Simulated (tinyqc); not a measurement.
Double-gate transistor, scale length and short-channel effects: one step of the calculation.

A body of thickness ts between two insulators of thickness ti and two tied gates. Below threshold the potential that source and drain add obeys Laplace's equation and vanishes on the gate. Its lowest mode decays along the channel as exp(-k y); k is the smallest positive root of the matching condition at the interface, and the scale length is Lambda = pi/k.

Task. Threshold shift, barrier position and swing. Along the channel psi(y) = s + a exp(y/l) + b exp(-y/l) with psi(0) = Vbi, psi(L) = Vbi + Vds and l = 1/k = Lambda/pi; with A = Vbi - s, B = A + Vds, x = exp(-L/l): a = (B - A x) x/(1 - x^2), b = (A - B x)/(1 - x^2). The minimum is s + 2 sqrt(a b), at y = (l/2) ln(b/a). The long-channel potential follows the gate as s = sT + (Vg - VTL)/m, and the threshold VT is the gate voltage at which the minimum equals sT. Swing = m Vt ln 10/g at threshold, g = d(minimum)/ds = 1 - (b x + a)/((1 + x) sqrt(a b)).

Values chosen for this exercise; permittivities: semiconductor close to that of In0.53Ga0.47As, insulator close to that of hafnium oxide:
```
symbol  value  unit                                    meaning
T         300     K                                temperature
L          43    nm                             channel length
Vbi      0.92     V                    potential of the source
sT       0.63     V  potential of the barrier top at threshold
VTL      0.25     V                     long-channel threshold
m           1                         long-channel body factor
Vds       0.5     V                              drain voltage
```

Constants: q = 1.602176634e-19 C, kB = 1.380649e-23 J/K, Vt = kB T/q. Results are converted to the units shown.

l = 5.1783001 nm

Wanted: s at threshold; a; b; position of the minimum; VT; swing.

Result.

s at threshold = 0.6144 V
a = 1.994e-4 V
b = 0.3054 V
position of the minimum = 18.99 nm
VT = 0.2344 V
swing = 61.70 mV/decade

The threshold lies 15.6 mV below the long-channel value, and the barrier top sits at 0.44 L from the source.

Computed by the program tinyqc: `OMP_NUM_THREADS=1 python tinyqc.py 2420070 2420071 out.jsonl`, one thread of a shared Intel Xeon 2.30GHz, about 0.01 s for the whole run.
